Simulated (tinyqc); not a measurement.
# Global model of a low-pressure process discharge: electron temperature, density, ion flux and ion energy, step by step

A worked calculation. Computed by tinyqc, a small Python program that keeps every step. Command: `OMP_NUM_THREADS=1 python tinyqc.py 3110804 3110805 out.jsonl plasma walk`. One thread of a shared host (Intel(R) Xeon(R) Processor @ 2.30GHz), about 0.01 s of CPU time with the checks. Intermediate numbers are printed to about 6 digits and carried at full precision; extremes and crossings named in words are read from the listed rows.

Maxwellian electrons with temperature T_e in eV, one positive ion, no negative ions, uniform bulk density n; rate constants have the Arrhenius form.

Inputs (values chosen for the exercise, of the order of those of an inductive discharge in a simple atomic gas):
```
quantity,value,unit
ion mass M,32,u
ionisation prefactor K0,4.3e-14,m^3/s
ionisation energy E_iz,12.8,eV
excitation prefactor X0,3.1e-14,m^3/s
excitation energy E_ex,10.2,eV
elastic rate constant K_el,7.6e-14,m^3/s
ion-neutral cross section,7e-19,m^2
pressure p,1.8,Pa
gas temperature T_g,500,K
radius R,12,cm
height L,4.7,cm
absorbed power P,350,W
bias power P_b,140,W
radius of the biased electrode,7.5,cm
bias frequency,13.56,MHz
mixing,0.4,-
```

Constants: k_B = 1.380649e-23 J/K; e = 1.602176634e-19 C; u = 1.6605390666e-27 kg; m_0 = 9.1093837015e-31 kg; eps_0 = 8.8541878128e-12 F/m.

## Geometry factors

n_g = p/(k_B T_g); lambda_i = 1/(n_g sigma); h_L = 0.86/sqrt(3 + L/(2 lambda_i)), h_R = 0.8/sqrt(4 + R/lambda_i); A_eff = 2 pi R^2 h_L + 2 pi R L h_R; d_eff = pi R^2 L/A_eff.

gas density n_g = 2.60747e+20 1/m^3

ion mean free path = 0.547877 cm

h_L = 0.318534

h_R = 0.157187

A_eff = 343.906 cm^2

d_eff = 6.18260 cm

## A fixed-point cycle for T_e

Particle balance: K0 exp(-E_iz/T_e) n_g d_eff = u_B, u_B = sqrt(e T_e/M). Cycle: T_out = T sqrt(loss/creation) with loss/creation = u_B/(K0 exp(-E_iz/T) n_g d_eff); T -> T + mixing (T_out - T), kept between 0.3 and 60 eV, from 3 eV; stop at |T_out - T| < 1e-9 eV or after 60 steps.

Course:
```
step,T (eV),T_out (eV),residual (eV)
0,3.00000,1.66838,-1.33162e+00
1,2.46735,2.07106,-3.96293e-01
2,2.30883,2.27765,-3.11853e-02
3,2.29636,2.29660,2.39506e-04
4,2.29646,2.29645,-3.54847e-06
5,2.29646,2.29646,5.23783e-08
6,2.29646,2.29646,-7.73188e-10
```

last residual = 7.73188e-10 eV

Converged in 7 steps.

## Electron temperature

Root found by bracketing.

T_e = 2.29646 eV

Bohm velocity u_B = 2631.39 m/s

K_iz = 1.63228e-16 m^3/s

## Energy per pair and density

E_c = E_iz + (X0 exp(-E_ex/T_e) E_ex + K_el (3 m_0/M) T_e)/K_iz; wall potential V_s = (T_e/2) ln(M/(2 pi m_0)); E_T = E_c + 2 T_e + T_e/2 + V_s; n = P/(e u_B A_eff E_T); ion current density J = e h_L n u_B; ionised share n/n_g.

collisional loss per pair E_c = 35.6685 eV

wall potential V_s = 10.4902 V

E_T = 51.8999 eV

plasma density n = 4.65122e+11 1/cm^3

ion current density J = 6.24623 mA/cm^2

ionised share = 0.00178381

Collisions take 69 % of the power and the walls the rest. T_e came from the particle balance alone; the power sets only n.

## Biased electrode

All bias power goes to ions: V_b = P_b/(J pi r^2). Debye length at the sheath edge lambda_D = sqrt(eps_0 T_e/(e h_L n)); Child-law sheath s = (sqrt2/3) lambda_D (2 V/T_e)^(3/4), V = V_b + V_s; ion transit time tau_i = 3 s sqrt(M/(2 e V)); collisions in the sheath s/lambda_i.

bias voltage V_b = 126.835 V

lambda_D = 29.2676 micrometre

sheath width s = 0.498966 mm

ion transit time = 52.0172 ns

transit time over bias period = 0.705354

s/lambda_i = 0.0910727

The sheath is nearly free of collisions.

## Pressure series at fixed power

n_g = p/(k_B T_g), lambda_i = 1/(n_g sigma), K_iz = K0 exp(-E_iz/T_e), h_L = 0.86/sqrt(3 + L/(2 lambda_i)), h_R = 0.8/sqrt(4 + R/lambda_i), A_eff = 2 pi R^2 h_L + 2 pi R L h_R and d_eff = pi R^2 L/A_eff follow p. E_c = E_iz + (X0 exp(-E_ex/T_e) E_ex + K_el (3 m_0/M) T_e)/K_iz; E_T = E_c + (5/2) T_e + (T_e/2) ln(M/(2 pi m_0)); n = P/(e u_B A_eff E_T); J = e h_L n u_B. Pressures without a root below 2 E_iz are left out.

Against pressure:
```
p (Pa),T_e (eV),E_c (eV),E_T (eV),n (1/cm^3),J (mA/cm^2)
0.1,8.16354,22.9150,80.6150,9.81449e+10,3.72832
0.2,5.00786,25.1645,60.5602,1.75454e+11,5.03823
0.5,3.37828,28.6894,52.5671,2.77429e+11,5.95911
1.0,2.70086,32.0842,51.1740,3.68556e+11,6.24612
2.0,2.23523,36.3945,52.1931,4.84916e+11,6.22440
5.0,1.80553,44.0343,56.7958,6.96479e+11,5.79786
10.0,1.57030,51.8048,62.9037,9.09351e+11,5.26359
20.0,1.38720,61.9987,71.8035,1.16813e+12,4.62486
```

T_e falls from 8.16 to 1.39 eV, n changes by a factor 11.9 and J by 1.24; in J = P h_L/(A_eff E_T), E_T changes by a factor 0.89 and is least at 1 Pa, between wall losses at high T_e and excitation losses at low T_e.

Checks made by the program: cycle against bracketing (relative difference 1e-10).
